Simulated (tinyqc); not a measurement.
# Gap and radiative efficiency from Jsc and Voc

Problem. Photon flux above E from a black body at temperature T into a hemisphere: Phi(E, T) = A sum_k exp(-k E/th)[E^2 th/k + 2 E th^2/k^2 + 2 th^3/k^3], k = 1, 2, ..., with th = kB T/q in eV and A = 2 pi q^3/(h^3 c^2). A cell with a sharp absorption edge has Jsc = q F Phi(Eg, Ts) and Voc = Vt ln(1 + Jsc/J0), J0 = q ge Phi(Eg, T)/ERE. Find Eg and ERE.

Parameters, values chosen for the exercise: cell temperature T = 280 K; emitter temperature Ts = 2000 K; share of the hemisphere filled by the emitter F = 0.94; number of faces that emit ge = 2.

Constants: q = 1.602176634e-19 C, kB = 1.380649e-23 J/K, h = 6.62607015e-34 J s, c = 299792458 m/s, Vt = kB T/q. Results are converted to the units shown.

Jsc = 8478.78763 mA/cm^2
Voc = 0.891925063 V

Answer. Phi falls steadily with E, so Jsc fixes Eg; Voc gives J0, and its ratio to the radiative dark current is 1/ERE.

Eg = 1.06 eV
ERE = 0.100

Program tinyqc, `OMP_NUM_THREADS=1 python tinyqc.py 2820114 2820115 out.jsonl`; Intel Xeon 2.30GHz, shared host, one thread, about 0.01 s.
